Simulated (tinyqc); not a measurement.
Inside a calculation. Model: growth of a silicide layer between metal and silicon: linear-parabolic kinetics, ramp anneals and Kissinger analysis. Computed by tinyqc, a small Python program that keeps every step. Command: `OMP_NUM_THREADS=1 python tinyqc.py 3004063 3004064 out.jsonl silicide walk`. One thread of a shared host (Intel(R) Xeon(R) Processor @ 2.30GHz), about 0.2 s of CPU time with the checks. Intermediate numbers are printed to about 6 digits and carried at full precision; extremes and crossings named in words are read from the listed rows.

One compound layer of thickness x grows by diffusion through itself and reaction at an interface, dx/dt = 1/(2x/K + 1/v), until the metal is used up at x = a h.

Inputs (values chosen for the exercise, modelled on TiSi2):
```
quantity                                  value          unit
metal thickness h                            15            nm
silicide formed per metal thickness a      2.51             -
silicon consumed per metal thickness b     2.27             -
prefactor of the parabolic constant K   9.7e+10        nm^2/s
activation energy E of K                   1.71            eV
prefactor of the interface velocity v     4e+10          nm/s
activation energy E_v                      1.88            eV
temperature T                               615             C
time t                                      570             s
ramp rate beta                              0.1           C/s
silicide resistivity                         67  micro-ohm cm
junction depth x_j                           17            nm
```

Constants: k_B = 8.617333262e-05 eV/K.

## Final thickness

The silicide ends at the thickness a h.

final thickness = 37.65 nm

## Geometry at full reaction

Silicon consumed b h, sheet resistance rho/(final thickness) with 1 micro-ohm cm/nm = 10 ohm; margin to the junction x_j - b h.

silicon consumed = 34.05 nm

sheet resistance = 17.7955 ohm/square

margin to the junction = -17.05 nm

The silicide would punch through the junction.

## Isothermal growth

K = K0 exp(-E/(k_B T)), v = v0 exp(-E_v/(k_B T)). Temperatures in kelvin are T(C) + 273.15. x^2/K + x/v = t, so x = (K/(2v)) [sqrt(1 + 4 v^2 t/K) - 1], capped at a h; completion time t_c = (a h)^2/K + a h/v, a h being the final thickness; crossover thickness K/v.

K = 19.2058 nm^2/s

v = 0.859135 nm/s

crossover thickness = 22.3548 nm

thickness at time t = 37.65 nm

completion time = 117.630 s

The metal is used up. Diffusion makes up 63 % of the completion time. Caution: a disilicide really forms through metal-rich phases and by nucleation, not as one layer from the metal.

## Ramp anneal

Ramp from x = 0 at 100 C at the rate beta: dx/dT = (1/beta)/(2x/K + 1/v), integrated adaptively (tolerance 1e-9) until x = a h at T_f.

completion temperature T_f = 578.199 C

## Kissinger analysis

Plot ln(beta/T_f^2) against 1/(k_B T_f), T_f in kelvin; minus the least-squares slope estimates the activation energy.

Ramps:
```
beta (C/s)  T_f (C)  1/(k_B T_f) (1/eV)  ln(beta/T_f^2)
0.03        540.784             14.2573        -16.9103
0.1         578.199             13.6307        -15.7962
0.3         615.435             13.0595        -14.7832
1           660.109             12.4344        -13.6774
3           704.903             11.8649        -12.6725
10          759.085             11.2421        -11.5764
30          813.894             10.6753        -10.5812
```

Kissinger energy = 1.76685 eV

A thousandfold faster ramp raises the completion temperature by only 273 C. The fit gives 1.767 eV, against E = 1.71 eV for diffusion and E_v = 1.88 eV for the interface: it lies 33 % of the way from E to E_v, as both steps resist. Caution: nucleation and competing phases are left out; disilicides such as CoSi2 and the low-resistance form of TiSi2 start by nucleation and follow this law at best in part.

Checks made by the program: isothermal closed form against integration (relative difference below 1e-10).
